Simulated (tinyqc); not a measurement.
Worked calculation: RKS/PBE0 in the sto-3g basis, for H4, spin multiplicity 1. One step of it, computed by the program tinyqc.

Task: Iteration 1: diagonalisation and new density. Diagonalise F' = X^T F X, C = X C', fill 2 alpha and 2 beta electrons from the bottom; D = 2 C_occ C_occ^T. Each column has its largest component positive (the first on a tie).

Kohn-Sham matrix F (hartree), order 1H 1s, 2H 1s, 3H 1s, 4H 1s:
```
[[-0.222486, -0.321302, -0.007737, -0.000097],
 [-0.321302, -0.148892, -0.034239, -0.007737],
 [-0.007737, -0.034239, -0.148892, -0.321302],
 [-0.000097, -0.007737, -0.321302, -0.222486]]
```

X, order 1H 1s, 2H 1s, 3H 1s, 4H 1s:
```
[[1.116621, -0.301054, 0.010939, -0.003464],
 [-0.301054, 1.118484, -0.039312, 0.010939],
 [0.010939, -0.039312, 1.118484, -0.301054],
 [-0.003464, 0.010939, -0.301054, 1.116621]]
```

Give: F' = X^T F X; orbital energies; coefficients C; D after iteration 1.

Result:

F' = X^T F X (hartree):
```
[[-0.0749, -0.3059, 0.0121, -0.0038],
 [-0.3059, 0.0126, -0.0386, 0.0121],
 [0.0121, -0.0386, 0.0126, -0.3059],
 [-0.0038, 0.0121, -0.3059, -0.0749]]
```

orbital energies (hartree): [-0.3473, -0.3338, 0.2426, 0.3139]

coefficients C, order 1H 1s, 2H 1s, 3H 1s, 4H 1s:
```
[[0.4425, 0.4701, -0.6825, -0.6745],
 [0.3635, 0.3514, 0.7016, 0.7717],
 [0.3635, -0.3514, 0.7016, -0.7717],
 [0.4425, -0.4701, -0.6825, 0.6745]]
```

D after iteration 1, order 1H 1s, 2H 1s, 3H 1s, 4H 1s:
```
[[0.8336, 0.6520, -0.0086, -0.0504],
 [0.6520, 0.5112, 0.0174, -0.0086],
 [-0.0086, 0.0174, 0.5112, 0.6520],
 [-0.0504, -0.0086, 0.6520, 0.8336]]
```
